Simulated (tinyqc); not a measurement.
Access strength from the read disturbance.

Inverse problem. Transistor (EKV form, voltages against the body): I = 2 n b Vt^2 [F(vp - Vs) - F(vp - Vd)] from drain to source, F(v) = ln^2(1 + exp(v/(2 Vt))), vp = (Vg - VT + sg |Vd - Vs|)/n. n-channel bodies are at 0; for the p-channel device all voltages are counted down from Vdd. b in uA/V^2 gives I in uA. In an SRAM read the low node Q obeys In(gate QB, drain Q) = Ip(gate QB, drain Q) + Ia, where the access transistor (threshold VTn) has its gate and drain at Vdd and its source at Q. Find Ia, ba and the cell ratio bn/ba.

Parameters, values chosen for the exercise:
- T = 400 K (temperature)
- Vdd = 0.4 V (supply voltage)
- n = 1.3 (slope factor)
- sg = 0.1 (drain-induced barrier lowering)
- VTn = 0.42 V (n-channel threshold)
- VTp = 0.34 V (p-channel threshold (magnitude))
- bn = 320 uA/V^2 (gain factor of the pull-down transistor)
- bp = 180 uA/V^2 (gain factor of the pull-up transistor)

Constants: q = 1.602176634e-19 C, kB = 1.380649e-23 J/K, Vt = kB T/q. Results are converted to the units shown.

Q and QB in the read (V): [0.034289648, 0.39994465]

Solution. The node equation gives Ia, which is proportional to ba.

Ia = 0.1956 uA
ba = 210.0 uA/V^2
cell ratio = 1.524

Computed by the program tinyqc: `OMP_NUM_THREADS=1 python tinyqc.py 2340121 2340122 out.jsonl`, one thread of a shared Intel Xeon 2.30GHz, about 0.2 s for the whole run.
